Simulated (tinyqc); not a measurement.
# FinFET, parasitic resistance, capacitance and delay: effect of the number of fins

Nf fins under one contact; each has gated perimeter p = 2 Hf + Wf and cross-section A = Hf Wf; contact width Wc = Nf pf, stack height Hs = Hf. Contact length Lc = CPP - Lg - 2 Lsp, shared by two neighbouring gates. Source and drain sides are equal. The formulas are first-order estimates, not field solutions.

Epitaxy sheet resistance Rsh = re/te, transfer length LT = sqrt(rc/Rsh), contact Rc = [sqrt(rc Rsh)/Wc] coth(Lc/(2 LT)); extension of one fin Rx = rx Lsp/A. With N fins: gate Cg = Cinv p N Lg; per side, plate Cp = ks eps0 [Wc (Hs + Hc) - N A]/Lsp, top fringe Cf = (2/pi) ks eps0 Wc ln(1 + Lg/(2 Lsp)), overlap Co = Cinv p N Lov. One fin: I = p Q vx u/(1 + |u|^1.8)^(1/1.8), Q = Cinv n Vt ln(1 + exp((Vg' - VT + dl Vd')/(n Vt))), u = Vd' mu/(vx Lg), Vg' = Vgs - v, Vd' = Vds - 2 v, with the drop on each side v = Rc (sum of I) + Rx I. Ieff = [I(Vgs = Vdd, Vds = Vdd/2) + I(Vdd/2, Vdd)]/2, total currents. With Cs = Cp + Cf + Co, the load of an inverter of two such devices driving an equal one is CL = 2 (Cg + 2 Cs) + 4 Cs + Cw (own drains counted twice for the Miller effect); delay CL Vdd/(2 Ieff).

Parameters, values chosen for the exercise; values close to those of silicon logic devices: temperature T = 300 K; fin height Hf = 50 nm; fin width Wf = 5 nm; fin pitch pf = 27 nm; contacted gate pitch CPP = 60 nm; gate length Lg = 20 nm; spacer length Lsp = 6 nm; relative permittivity of the spacer ks = 4.5; gate height above the channel stack Hc = 30 nm; contact resistivity rc = 7.4e-10 ohm cm^2; resistivity of the source-drain epitaxy re = 0.0004 ohm cm; current-carrying depth of the epitaxy te = 15 nm; resistivity of the extension rx = 0.0019 ohm cm; gate overlap Lov = 1 nm; inversion capacitance Cinv = 3.2 uF/cm^2; injection velocity vx = 9e6 cm/s; apparent mobility mu = 200 cm^2/(V s); threshold at zero drain voltage VT = 0.26 V; barrier lowering dl = 0.04 V/V; subthreshold factor n = 1.09; wire load Cw = 0.28 fF; supply voltage Vdd = 0.65 V.

Constants: q = 1.602176634e-19 C, kB = 1.380649e-23 J/K, eps0 = 8.8541878128e-12 F/m, Vt = kB T/q. Results are converted to the units shown.

Result of one run:
```
Nf  Rc (ohm)  Rx/N (ohm)  Ieff (uA)  CL (aF)  delay (ps)
2      119.9       228.0      112.6    816.2       2.355
```

What becomes of these results when the number of fins Nf is changed from 2 to 6, all else the same?

Result of the changed run:
```
Nf  Rc (ohm)  Rx/N (ohm)  Ieff (uA)  CL (aF)  delay (ps)
6      39.97       76.00      337.9     1889       1.816
```

The whole series:
```
Nf  Rc (ohm)  Rx/N (ohm)  Ieff (uA)  CL (aF)  delay (ps)
1      239.8       456.0      56.32    548.1       3.163
2      119.9       228.0      112.6    816.2       2.355
3      79.94       152.0      169.0     1084       2.086
4      59.96       114.0      225.3     1352       1.951
5      47.96       91.20      281.6     1621       1.870
6      39.97       76.00      337.9     1889       1.816
```

As Nf goes from 1 to 6, Ieff rises from 56.3 to 338 uA, CL rises from 548 to 1890 aF and the delay falls from 3.16 to 1.82 ps. From the first row to the last Ieff grows by a factor of 6.00 and CL by 3.45; the first step changes the delay by -26 %, the last by -2.9 %.

Computed by the program tinyqc: `OMP_NUM_THREADS=1 python tinyqc.py 2170034 2170035 out.jsonl`, one thread of a shared Intel Xeon 2.30GHz, about 0.03 s for the whole run.
